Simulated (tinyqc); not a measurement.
## Fermi velocity from one capacitance

Question. At zero temperature and without traps graphene has Cq = 2 q^3 phi/(pi hbar^2 vF^2), charge Cq phi/2, 1/C_G = 1/Cox + 1/Cq and Vg = phi + Cq phi/(2 Cox). Find Cq, phi, vF and n.

Constants: q = 1.602176634e-19 C, hbar = 1.054571817e-34 J s. Results are converted to the units shown.

Vg = 1.9208509 V
C_G = 0.34481467 uF/cm^2
Cox = 0.37061100 uF/cm^2

Answer. The series relation gives Cq, the voltage relation phi = Vg/(1 + Cq/(2 Cox)), and the formula for Cq then vF.

Cq = 4.95 uF/cm^2
phi = 0.250 V
vF = 1.09e6 m/s
n = 3.86e12 cm^-2

Program tinyqc, `OMP_NUM_THREADS=1 python tinyqc.py 2200047 2200048 out.jsonl`; Intel Xeon 2.30GHz, shared host, one thread, about 0.01 s.
